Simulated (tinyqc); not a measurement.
# Inductance and parasitic capacitance from two readings

Inverse problem. A loss-free coil L in parallel with C shows the apparent inductance L/(1 - w^2 L C), w = 2 pi f. Find L, C and the self-resonance 1/(2 pi sqrt(L C)).

apparent inductance at 7.2 and 16 GHz (nH): 1.0684016  2.0983606

Answer. The inverse of the reading is 1/L - w^2 C, a straight line in w^2.

L = 0.950 nH
C = 57.0 fF
self-resonance = 21.6 GHz

Computed by the program tinyqc: `OMP_NUM_THREADS=1 python tinyqc.py 2302148 2302149 out.jsonl`, one thread of a shared Intel Xeon 2.30GHz, about 0.01 s for the whole run.
